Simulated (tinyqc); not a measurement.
## Donor binding, ionisation and the Mott limit: Freeze-out

Hydrogenic donor: Ry = (m0 q^3/(8 eps0^2 h^2)) me/eps_r^2 in eV, E0 = cc Ry, radius a = q/(8 pi eps0 eps_r E0), Mott density Nm = (0.26/a)^3. Below Nm the level sinks as Ed = E0 [1 - (N/Nm)^(1/3)]. Neutrality: Nc F12(eta) = N/(1 + 2 exp(eta + Ed/kB T)), F12(x) = (2/sqrt(pi)) int_0^infinity sqrt(u)/(1 + exp(u - x)) du.

Nc is given at 100 K and scales as T^1.5.

Inputs (values chosen for the exercise); band and dielectric values close to those of germanium:
- eps_r = 15.9 (relative permittivity)
- me = 0.119 m0 (mass in the hydrogenic formula, set independently of Nc)
- Nc = 2.04e18 cm^-3 (conduction-band density of states at 100 K)
- cc = 1.9 (ratio of the true binding energy to the hydrogenic one)
- N = 1.3e17 cm^-3 (donor density)

Constants: q = 1.602176634e-19 C, kB = 1.380649e-23 J/K, eps0 = 8.8541878128e-12 F/m, h = 6.62607015e-34 J s, m0 = 9.1093837015e-31 kg, Vt = kB T/q. Results are converted to the units shown.

Results:

| T (K) | eta | n (cm^-3) | ionised (%) | ln(n/T^0.75) |
|---|---|---|---|---|
| 30 | -1.722 | 5.644e16 | 43.41 | 36.02 |
| 45 | -2.004 | 7.932e16 | 61.02 | 36.06 |
| 60 | -2.282 | 9.352e16 | 71.94 | 36.01 |
| 80 | -2.608 | 1.049e17 | 80.68 | 35.91 |
| 150 | -3.431 | 1.199e17 | 92.26 | 35.57 |
| 220 | -3.973 | 1.244e17 | 95.70 | 35.32 |
| 300 | -4.424 | 1.265e17 | 97.34 | 35.10 |
| 400 | -4.847 | 1.278e17 | 98.30 | 34.90 |

Estimate the missing row, T = 110 K.

Computed row:

| T (K) | eta | n (cm^-3) | ionised (%) | ln(n/T^0.75) |
|---|---|---|---|---|
| 110 | -3.010 | 1.140e17 | 87.70 | 35.75 |

With this row back in the table: The ionised share rises from 43.4 to 98.3 %. Between the first two rows ln(n/T^0.75) has the slope -0.282 meV against q/kB T; deep freeze-out without compensation gives -Ed/2 = -1.67 meV, a limit that these rows do not reach, since a large share is already ionised.

Range of the model: A sharp level with degeneracy 2 overstates freeze-out near Nm, where the impurity band broadens and merges with the conduction band.

Numbers from tinyqc (`OMP_NUM_THREADS=1 python tinyqc.py 2330098 2330099 out.jsonl`; about 0.01 s on one thread of a shared Intel Xeon 2.30GHz).
